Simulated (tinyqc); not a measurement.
Berg model of reactive sputtering of a nitride or oxide: poisoning, hysteresis and pumping speed: one step, computed by the program tinyqc. Command: `OMP_NUM_THREADS=1 python tinyqc.py 3007359 3007360 out.jsonl berg walk`. One thread of a shared host (Intel(R) Xeon(R) Processor @ 2.30GHz), about 0.03 s of CPU time with the checks.

A diatomic gas reacts with bare metal on the target and on the collecting surfaces; ions remove metal and compound from the target. theta_t and theta_c are the compound fractions.

Question. Steady state at the pressure P. Ion flux j = J/e; gas flux F = P/sqrt(2 pi M k_B T). Target: (2/z) alpha F (1 - theta_t) = j Y_c theta_t. Sputtered flows F_c = j Y_c theta_t A_t, F_m = j Y_m (1 - theta_t) A_t. Collector: (2/z) alpha F (1 - theta_c) A_c + F_c (1 - theta_c) = F_m theta_c. Gas use Q = alpha F [(1 - theta_t) A_t + (1 - theta_c) A_c] + P S/(k_B T); 1 sccm = 4.4780e17 molecules/s. Rate R = F_m + F_c, given relative to j Y_m A_t.

Inputs (values chosen for the exercise, close to those used for titanium nitride):

| quantity | value | unit |
|---|---|---|
| ion current density J | 28 | mA/cm^2 |
| target area A_t | 79 | cm^2 |
| collecting area A_c | 1400 | cm^2 |
| metal yield Y_m | 0.45 | - |
| compound yield Y_c | 0.15 | - |
| sticking coefficient alpha | 0.45 | - |
| reactive atoms per metal atom z | 1 | - |
| gas mass M | 28 | u |
| pumping speed S | 780 | l/s |
| gas temperature T | 300 | K |
| reactive partial pressure P | 0.0034 | Pa |

Constants: e = 1.602176634e-19 C; u = 1.6605390666e-27 kg; k_B = 1.380649e-23 J/K.

Give: ion flux j; gas flux F; theta_t; theta_c; gas use; total flow Q; rate relative to clean metal.

Answer.

ion flux j = 1.7476e+17 1/(cm^2 s)

gas flux F = 9.7742e+15 1/(cm^2 s)

theta_t = 0.25126

theta_c = 0.73400

gas use (sccm): target 0.5810, collector 3.6579, pump 1.4298

total flow Q = 5.6687 sccm

rate relative to clean metal = 0.83249

The target is mostly metallic. The film is 73.4 % compound.
